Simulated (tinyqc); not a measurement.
Resistance of a tapered via with liner, size effect and interface: one step of the calculation.

A round via whose diameter grows from db at the bottom as D(z) = db + 2 z/tan(ang). The fill, of diameter D - 2 tl, starts above the bottom liner (thickness fb tl) and has rho = rho0 (1 + ks lam/(D - 2 tl)); the sidewall liner conducts in parallel with it. The bottom liner and the interface are crossed over the full area pi db^2/4. Spreading in the lines above and below is left out.

Task. Total resistance. R_fill = sum of the slices; R_bottom = rl fb tl/(pi db^2/4); R_interface = ri/(pi db^2/4); ballistic (Sharvin) limit 1/(Sb pi (db - 2 tl)^2/4); ideal cylinder rho0 hv/(pi db^2/4).

Parameters, values chosen for the exercise; fill metal close to copper:
```
symbol    value      unit                                               meaning
db           19        nm                                diameter at the bottom
hv           64        nm                                                height
rho0       1.66   uohm cm                          bulk resistivity of the fill
tl          2.1        nm                                 liner on the sidewall
fb          0.7                   liner at the bottom over that on the sidewall
rl          330   uohm cm                              resistivity of the liner
ri      2.4e-12  ohm cm^2                   interface resistivity at the bottom
Sb       1.1e15     S/m^2  ballistic conductance per area, about 3/(4 rho0 lam)
```

slice resistance, slice 0 to 9 (ohm): 2.6993792  2.4954388  2.3121357  2.1468954  1.9975213  1.8621312  1.7391060  1.6270477  1.5247449  1.4311442

Wanted: parts; R; shares; ballistic limit; ideal cylinder.

Result.

parts (ohm): fill 19.836, bottom liner 17.109, interface 0.84648
R = 37.791 ohm
shares (%): fill 52.487, bottom liner 45.273, interface 2.240
ballistic limit = 5.2844 ohm
ideal cylinder = 3.7471 ohm

The fill is the largest part, and R is 10.1 times the ideal cylinder. With 2000 slices R = 37.797 ohm.

Program tinyqc, `OMP_NUM_THREADS=1 python tinyqc.py 2750170 2750171 out.jsonl`; Intel Xeon 2.30GHz, shared host, one thread, about 0.01 s.
